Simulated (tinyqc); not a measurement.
Carrier lifetime from Shockley-Read-Hall, radiative, Auger and surface recombination. From one set of inputs to another, one input at a time. Computed by tinyqc, a small Python program. Command: `OMP_NUM_THREADS=1 python tinyqc.py 3026018 3026019 out.jsonl lifetime ladder`. One thread of a shared host (Intel(R) Xeon(R) Processor @ 2.30GHz), about 0.01 s of CPU time with the checks.

Energies are counted from the top of the valence band. Boltzmann statistics, full ionisation, and equal excess densities of electrons and holes.

The inputs printed are set A. Inputs not listed in the table keep their values of set A, so the rows need not describe a real material.

Inputs (values chosen for the exercise, with bands modelled on GaAs):
```
quantity                          value        unit
gap E_g                            1.44          eV
electron mass m_e                0.0644         m_0
valleys M_c                           1           -
hole mass m_h                     0.528         m_0
temperature T                       300           K
doping N                        1.4e+16       cm^-3
trap level E_t                    0.753          eV
trap density N_t                1.4e+12       cm^-3
electron cross-section sigma_n  6.4e-15        cm^2
hole cross-section sigma_p      1.5e-17        cm^2
radiative coefficient B         1.3e-10      cm^3/s
Auger coefficient C_n           7.2e-32      cm^6/s
Auger coefficient C_p           1.7e-31      cm^6/s
excess density dn               1.3e+13       cm^-3
diffusion coefficient D              21      cm^2/s
surface velocity S                   25        cm/s
thickness W                          13  micrometre
```

Doping: n-type. Surface term: two equal surfaces.

Constants: m_0 = 9.1093837015e-31 kg; k_B = 1.380649e-23 J/K; h = 6.62607015e-34 J s; k_B = 8.617333262e-05 eV/K.

Method:
- N_c = 2 M_c (2 pi m_e k_B T/h^2)^(3/2) and N_v = 2 (2 pi m_h k_B T/h^2)^(3/2), masses in units of m_0.
- n_i = sqrt(N_c N_v) exp(-E_g/2 k_B T); majority density N/2 + sqrt(N^2/4 + n_i^2), minority density n_i^2 over it.
- v = sqrt(3 k_B T/m) with m_e or m_h; tau_n0 = 1/(sigma_n v_n N_t), tau_p0 = 1/(sigma_p v_p N_t); n1 = N_c exp(-(E_g - E_t)/k_B T), p1 = N_v exp(-E_t/k_B T).
- The slowest diffusion mode has x tan x = S W/(2 D) with 0 < x < pi/2 (bisection), and tau_s = W^2/(4 x^2 D). The common approximation is W/(2 S) + W^2/(pi^2 D).
- With n = n_0 + dn, p = p_0 + dn and U/dn = 1/tau: (n p - n_i^2)/dn = n_0 + p_0 + dn = s; 1/tau_SRH = s/[tau_p0 (n + n1) + tau_n0 (p + p1)]; 1/tau_rad = B s; 1/tau_Aug = (C_n n + C_p p) s; the rates add, with 1/tau_s.
- Radiative efficiency = tau_eff/tau_rad; effective diffusion length = sqrt(D tau_eff).

Each row keeps all changes above it; columns: (1) input moved; (2) from; (3) to; (4) effective lifetime at dn (s); (5) radiative efficiency at dn; (6) effective diffusion length at dn (micrometre):
```
(1)                                   (2)      (3)         (4)      (5)     (6)
set A                                   -        -  5.3749e-07  0.97914  33.597
radiative coefficient B (cm^3/s)  1.3e-10    7e-10  1.0154e-07  0.99606  14.603
Auger coefficient C_p (cm^6/s)    1.7e-31  2.6e-30  1.0154e-07  0.99606  14.603
excess density dn (cm^-3)         1.3e+13  6.2e+14  9.7344e-08  0.99622  14.298
doping N (cm^-3)                  1.4e+16  8.7e+15  1.5237e-07  0.99409  17.888
thickness W (micrometre)               13      3.9  1.5032e-07  0.98068  17.767
surface velocity S (cm/s)              25      670  1.0047e-07  0.65547  14.525
temperature T (K)                     300      400  1.0047e-07  0.65547  14.525
```

Effective lifetime at dn goes from 5.37e-7 to 1.00e-7, a factor 0.187 in all. The largest single move comes from radiative coefficient B (a factor 0.189), and doping N works against it (a factor 1.57). Radiative efficiency at dn goes from 0.979 to 0.655, a factor 0.669 in all. The largest single move comes from surface velocity S (a factor 0.668). Effective diffusion length at dn goes from 33.6 to 14.5, a factor 0.432 in all. The largest single move comes from radiative coefficient B (a factor 0.435), and doping N works against it (a factor 1.25). The single moves hold for this order of the switches; the total does not depend on the order.

Extremes, crossings and ranges named in words are read from the listed rows.
